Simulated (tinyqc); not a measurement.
Temperature: carrier statistics of a doped semiconductor with parabolic bands.

Eg(T) = Eg0 - al T^2/(T + be); m_de = Mv^(2/3) (ml mt^2)^(1/3); m_dh = (mhh^(3/2) + mlh^(3/2))^(2/3); Nc and Nv from N = 2 (m kB T/(4 pi c))^(3/2) with c = hbar^2/2m0, in 1/angstrom^3; times 1e24 for 1/cm^3.

Energies are counted from Ev, so Ec = Eg. n = Nc F_1/2((EF - Eg)/kT), p = Nv F_1/2(-EF/kT), ND+ = ND/(1 + 2 exp((EF - Eg + ED)/kT)), NA- = NA/(1 + 4 exp((EA - EF)/kT)); neutrality asks p + ND+ = n + NA-. F_j(eta) = (1/Gamma(j + 1)) integral_0^infinity x^j dx/(1 + exp(x - eta)), which tends to exp(eta) for eta << 0.

Constants: hbar^2/2m0 = 3.80998211 eV angstrom^2; kB = 8.617333262e-05 eV/K.

Parameters, chosen for this exercise (near those of SiC; the results hold for these values, not for the real material): Eg0 = 3.219 eV (gap at 0 K); al = 0.000684 eV/K (Varshni alpha); be = 1325 K (Varshni beta); ml = 0.313 m0 (longitudinal electron mass); mt = 0.423 m0 (transverse electron mass); Mv = 3 (equivalent valleys); mhh = 1.05 m0 (heavy-hole mass); mlh = 0.445 m0 (light-hole mass); ND = 1.8e+12 1/cm^3 (donors); NA = 1.3e+15 1/cm^3 (acceptors); ED = 0.0597 eV (donor level below Ec); EA = 0.193 eV (acceptor level above Ev).

Neutrality solved at each temperature; ni = sqrt(Nc Nv) exp(-Eg/2kT).

Carriers (1/cm^3):

| T (K) | EF (eV) | n | p | majority / \|ND - NA\| | ni | Eg (eV) |
|---|---|---|---|---|---|---|
| 30 | 0.1796 | <1e-99 | 7.42e-13 | 5.72e-28 | <1e-99 | 3.2185 |
| 50 | 0.1706 | <1e-99 | 14.9 | 1.15e-14 | <1e-99 | 3.2178 |
| 77 | 0.1585 | <1e-99 | 1.88e+08 | 1.45e-07 | 1.81e-87 | 3.2161 |
| 120 | 0.1512 | <1e-99 | 3.89e+12 | 0.00299 | 2.21e-49 | 3.2122 |
| 200 | 0.1929 | 1.53e-57 | 2.58e+14 | 0.198 | 6.28e-22 | 3.2011 |
| 300 | 0.2684 | 2.09e-30 | 1.07e+15 | 0.822 | 4.72e-08 | 3.1811 |
| 450 | 0.4190 | 1.07e-11 | 1.28e+15 | 0.988 | 117 | 3.1410 |
| 600 | 0.5805 | 0.0412 | 1.30e+15 | 0.998 | 7.30e+06 | 3.0911 |
| 800 | 0.8037 | 9.37e+05 | 1.30e+15 | 0.999 | 3.49e+10 | 3.0130 |
| 1000 | 1.0334 | 3.18e+10 | 1.30e+15 | 1.00 | 6.43e+12 | 2.9248 |

Ionisation is incomplete: the majority density is below 90 % of the net doping at 30, 50, 77, 120, 200 and 300 K, down to a share of 5.7e-28. It is within 10 % of the net doping at 450, 600, 800 and 1000 K. The majority density never exceeds the net doping by 10 %; ni is 6.43e+12 1/cm^3 at 1000 K against a net doping of 1.30e+15. EF goes from 0.180 eV to 1.033 eV, where midgap is 1.462 eV and the intrinsic level (Boltzmann) 1.491 eV.

Program tinyqc; command `OMP_NUM_THREADS=1 python tinyqc.py 1650915 1650916 out.jsonl`; about 0.01 s on one thread of a shared Intel(R) Xeon(R) Processor @ 2.30GHz.
